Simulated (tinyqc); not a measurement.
# Metal-interlayer-semiconductor contact, depinning against tunnelling resistance: what changes with what

Zero bias, n-type semiconductor. Gap states at the semiconductor surface thin out as exp(-be ti), which unpins the barrier; electrons must then cross the interlayer (a rectangular barrier, no voltage drop across it) and the parabolic depleted layer, both by WKB. Energies E are counted from the Fermi level; no image force, parabolic bands.

Inputs (values chosen for the exercise); semiconductor values close to those of gallium arsenide; interlayer mass of the order of that in strontium titanate, offset chosen freely:
```
symbol    value   unit                                                           meaning
T           250      K                                                       temperature
Eg         1.43     eV                                                          band gap
eps_r      12.8                                                    relative permittivity
chi        4.18     eV                                                 electron affinity
Nc      3.35e17  cm^-3                            conduction-band density of states at T
mt       0.0685     m0                              tunnelling mass in the semiconductor
mA       0.0648     m0                                                   Richardson mass
Nd       3.2e18  cm^-3                                                     donor density
E0          0.5     eV                    charge-neutrality level above the valence band
S0          0.1                                        pinning factor without interlayer
phiM       4.18     eV                                               metal work function
ti          1.1     nm                                              interlayer thickness
dE         0.15     eV  conduction-band offset of the interlayer above the semiconductor
mi          0.6     m0                                 tunnelling mass in the interlayer
be          1.9   1/nm               decay constant of gap states through the interlayer
```

Constants: q = 1.602176634e-19 C, kB = 1.380649e-23 J/K, eps0 = 8.8541878128e-12 F/m, hbar = 1.054571817e-34 J s, h = 6.62607015e-34 J s, m0 = 9.1093837015e-31 kg, Vt = kB T/q, hbar^2/(2 m0) = 0.0380998212 eV nm^2. Results are converted to the units shown.

Each table varies one quantity; the others keep the values above.

## Contact resistivity against the interlayer thickness

S = 1/(1 + (1/S0 - 1) exp(-be ti)); phiB = S (phiM - chi) + (1 - S)(Eg - E0); xi = Ec - EF deep inside, from Nd = Nc F(-xi/Vt), F(x) = (2/sqrt(pi)) int_0^infinity sqrt(u) du/(1 + exp(u - x)); band bending U = phiB - xi; E00 = (hbar/2) sqrt(Nd/(eps0 eps_r mt m0)) in volts; A = 4 pi q mA m0 kB^2/h^3. With U = phiB - xi: for xi < E < phiB, y = (E - xi)/U and G1 = (U/E00) [sqrt(1 - y) - y ln((1 + sqrt(1 - y))/sqrt(y))], G1 = 0 above phiB; G2 = 2 ti sqrt(mi max(phiB + dE - E, 0)/C), C = hbar^2/(2 m0); f = 1/(1 + exp(E/Vt)); 1/rho_c = (A T^2/Vt^2) times the integral of exp(-G1 - G2) f over E from xi upwards. Shares under 0.001 % are printed as 0; rows without band bending are left out.

The same in every row: E00/Vt = 1.65.

Results:
```
ti (nm)      S  phiB (eV)  rho_c (ohm cm^2)  rho_c with G2 = 0 (ohm cm^2)  peak of the integrand (eV)  share above phiB (%)
0        0.100      0.837              2.08                          2.08                      0.0529                     0
0.2      0.140      0.800              3.60                         0.827                      0.0538                     0
0.4      0.192      0.751              4.33                         0.248                      0.0540                     0
0.6      0.258      0.690              3.42                        0.0548                      0.0532                     0
0.8      0.337      0.617              1.74                       0.00908                      0.0514                     0
1.2      0.521      0.446             0.153                       1.50e-4                      0.0455                0.0131
1.4      0.614      0.359            0.0346                       1.99e-5                      0.0421                0.0977
1.6      0.699      0.280           0.00823                       3.29e-6                      0.0387                 0.564
```

Estimate the missing row, ti = 1 nm.

Computed row:
```
ti (nm)      S  phiB (eV)  rho_c (ohm cm^2)  rho_c with G2 = 0 (ohm cm^2)  peak of the integrand (eV)  share above phiB (%)
1        0.426      0.534             0.596                       0.00121                      0.0487               0.00147
```

With this row back in the table: As ti goes from 0 to 1.6, phiB falls from 0.837 to 0.280 eV and rho_c goes from 2.08 through a maximum of 4.33 (at ti = 0.4 among the rows listed) to 0.00823 ohm cm^2. The ratio of rho_c to its value with G2 = 0 runs from 1.00 to 2500.

## Contact resistivity against the conduction-band offset of the interlayer above the semiconductor

Same model as above.

The same in every row: S = 0.473; phiB (eV) = 0.490; E00/Vt = 1.65; rho_c with G2 = 0 (ohm cm^2) = 4.26e-4.

Results:
```
dE (eV)  rho_c (ohm cm^2)  peak of the integrand (eV)  share above phiB (%)
0                   0.119                      0.0504                0.0356
0.5                  1.88                      0.0434               0.00136
1                    14.4                      0.0409                     0
1.5                  78.3                      0.0394                     0
2                     345                      0.0385                     0
3                  4.48e3                      0.0374                     0
```

Estimate the missing row, dE = 2.5 eV.

Computed row:
```
dE (eV)  rho_c (ohm cm^2)  peak of the integrand (eV)  share above phiB (%)
2.5                1.31e3                      0.0379                     0
```

With this row back in the table: As dE goes from 0 to 3, phiB stays at 0.490 eV and rho_c rises from 0.119 to 4480 ohm cm^2. The ratio of rho_c to its value with G2 = 0 runs from 278 to 1.05e7.

Computed by the program tinyqc: `OMP_NUM_THREADS=1 python tinyqc.py 2270158 2270159 out.jsonl`, one thread of a shared Intel Xeon 2.30GHz, about 0.04 s for the whole run.
